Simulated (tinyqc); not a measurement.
Against thickness at fixed field: leakage through a gate insulator: direct, Fowler-Nordheim, trap-assisted and Poole-Frenkel currents. Computed by tinyqc, a small Python program. Command: `OMP_NUM_THREADS=1 python tinyqc.py 3023669 3023670 out.jsonl oxideleak walk`. One thread of a shared host (Intel(R) Xeon(R) Processor @ 2.30GHz), about 0.01 s of CPU time with the checks.

Electrons enter from the cathode Fermi level at x = 0; the conduction band of the insulator lies phi_b - e F x above it, F = V/t. WKB exponents use a parabolic band with mass m.

Inputs (values chosen for the exercise, with an insulator like HfO2):

| quantity | value | unit |
|---|---|---|
| thickness t | 1.6 | nm |
| barrier phi_b | 1.56 | eV |
| tunnelling mass m | 0.21 | m_0 |
| static constant eps_ox | 20.9 | - |
| voltage across the insulator V | 0.98 | V |
| trap depth phi_t | 1.2 | eV |
| trap density N_t | 4.7e+17 | cm^-3 |
| attempt rate nu_0 | 1e+12 | 1/s |
| activation of capture E_a | 0.29 | eV |
| temperature T | 350 | K |

Constants: hbar^2/(2 m_0) = 3.80998212 eV angstrom^2; e = 1.602176634e-19 C; hbar = 1.054571817e-34 J s; k_B = 8.617333262e-05 eV/K.

Method:
- For a level a distance phi(x) below the band, the WKB exponent is 2 int kappa dx with kappa = sqrt(m phi/(hbar^2/2m_0)); for a linear barrier from phi_1 down to phi_2 = max(phi_1 - e F d, 0) it is G = (4/3) sqrt(m/(hbar^2/2m_0)) (phi_1^(3/2) - phi_2^(3/2))/(e F).
- J_tun = e^3 F^2/(16 pi^2 hbar m phi_b) x exp(-G) / [1 - sqrt(phi_2/phi_b)]^2 with the free-electron mass in the cathode (m in m_0), phi_2 = max(phi_b - e V, 0): direct tunnelling for e V < phi_b, Fowler-Nordheim above. Image forces, back-flow and the limit on supply are left out, so J_tun is overstated below about 0.5 V.
- Equivalent oxide thickness = 3.9 t/eps_ox.
- A trap at depth x lies phi_t below the band. Capture: tunnel at the cathode Fermi level from 0 to x (G_in from phi_1 = phi_b), rate nu_0 exp(-G_in - E_c/k_B T) with E_c = E_a + max(phi_b - phi_t - e F x, 0), the last term being the height of the trap above the cathode Fermi level. Emission: tunnel from the trap level to the anode (G_out from phi_1 = phi_t over t - x), rate nu_0 exp(-G_out - E_a/k_B T). Re-emission to the cathode follows from detailed balance, rate_back = rate_in exp(dE/k_B T) with dE = phi_b - phi_t - e F x. Each trap passes R = rate_in rate_out/(rate_in + rate_back + rate_out) electrons per second; filling from the anode is left out.
- J_TAT = e N_t int_0^t R dx by the midpoint rule on 400 intervals; the most effective depth is the midpoint with the largest R, rounded to 0.01 nm.

field F = 6.125 MV/cm

Currents:

| t (nm) | V (V) | J_tun (A/cm^2) | J_TAT (A/cm^2) |
|---|---|---|---|
| 1.2 | 0.73500 | 5.1726e+06 | 0.0034370 |
| 1.6 | 0.98000 | 5.2463e+05 | 0.0022790 |
| 2.2 | 1.34750 | 3.4642e+04 | 0.0010304 |
| 3.0 | 1.83750 | 8.3586e+03 | 0.0005289 |
| 4.0 | 2.45000 | 8.3586e+03 | 0.0005214 |
| 5.5 | 3.36875 | 8.3586e+03 | 0.0005557 |
| 7.5 | 4.59375 | 8.3586e+03 | 0.0006014 |
| 10.0 | 6.12500 | 8.3586e+03 | 0.0006587 |

Between the first rows J_tun falls by 2.48 decades per nm. From t = phi_b/(e F) = 2.55 nm it stops changing, since a triangular barrier does not feel the thickness. J_TAT stays below J_tun at all these thicknesses. Caution: this field is near or above the usual breakdown field of such an insulator.

Extremes, crossings and ranges named in words are read from the listed rows.
